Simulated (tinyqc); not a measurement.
# From lag of the centre back to ramp rate

Model: thermal and gravitational stress in a wafer during furnace and rapid thermal processing, and the onset of slip. Computed by tinyqc, a small Python program. Command: `OMP_NUM_THREADS=1 python tinyqc.py 3020480 3020481 out.jsonl slip inv`. One thread of a shared host (Intel(R) Xeon(R) Processor @ 2.30GHz), about 0.02 s of CPU time with the checks.

A thin free disc in plane stress, isotropic; T(r) = T_centre + dT (r/R)^n. Stress is positive in tension; sigma_SB = 5.670374419e-8 W/(m^2 K^4), g = 9.80665 m/s^2.

Inputs (values chosen for the exercise, for a model wafer):

| quantity | value | unit |
|---|---|---|
| wafer radius R | 225 | mm |
| thickness t | 925 | micrometre |
| Young's modulus E | 157 | GPa |
| expansion alpha | 4.47 | 1e-6/K |
| temperature T | 1050 | K |
| prefactor A of the critical stress | 0.00039 | MPa |
| energy U of the critical stress | 0.995 | eV |
| density rho | 2330 | kg/m^3 |
| heat capacity c | 943 | J/(kg K) |
| conductivity k | 22.9 | W/(m K) |
| wafer spacing s | 15 | mm |

Constants: k_B = 8.617333262e-05 eV/K.

Method. Critical resolved stress tau_c = A exp(U/(k_B T)), a form chosen for the exercise; slip when 0.492799 |s_tt(R)| > tau_c; allowed |dT| = tau_c (n + 2)/(0.492799 n alpha E). In a stack heated from the rim, heat flows inward by conduction and by radiation between wafers: k_eff = k + (16/3) sigma_SB T^3 s^2/t (a diffusion estimate with the spacing as path length). A steady ramp gives the parabolic lag dT = rho c (ramp) R^2/(4 k_eff); the allowed ramp uses n = 2.

Task: A run gave the result below. Find the ramp rate, known to lie between 20 and 43 K/min.

lag of the centre = 129.06 K

Result:

Each step takes the trial c = (a f_b - b f_a)/(f_b - f_a), f being the result less the target and a, b, c the logarithms of the listed values; c replaces end b, the old b replaces a if the sign of f changed, and otherwise f_a is halved.

Scan of the range:

| ramp rate (K/min) | lag of the centre (K) |
|---|---|
| 20.0 | 85.783 |
| 22.7 | 97.363 |
| 25.8 | 110.660 |
| 29.3 | 125.672 |
| 33.3 | 142.828 |
| 37.8 | 162.129 |
| 43.0 | 184.433 |

False position (Illinois rule, in the logarithm of the input) inside the bracket:

| step | end a | end b | trial | lag of the centre (K) |
|---|---|---|---|---|
| 1 | 29.3000 | 33.3000 | 30.0500 | 128.888 |
| 2 | 33.3000 | 30.0500 | 30.0880 | 129.051 |
| 3 | 33.3000 | 30.0880 | 30.0918 | 129.068 |
| 4 | 30.0880 | 30.0918 | 30.0900 | 129.060 |
| 5 | 30.0918 | 30.0900 | 30.0900 | 129.060 |

lag of the centre rises at every point of a 13-point scan of the range (every second point is shown), so one value fits; it is bracketed by 29.3 and 33.3. The scan shows a pure power law with exponent 1.000, so scaling from any one row also gives the answer directly. Answer: ramp rate = 30.09 K/min.
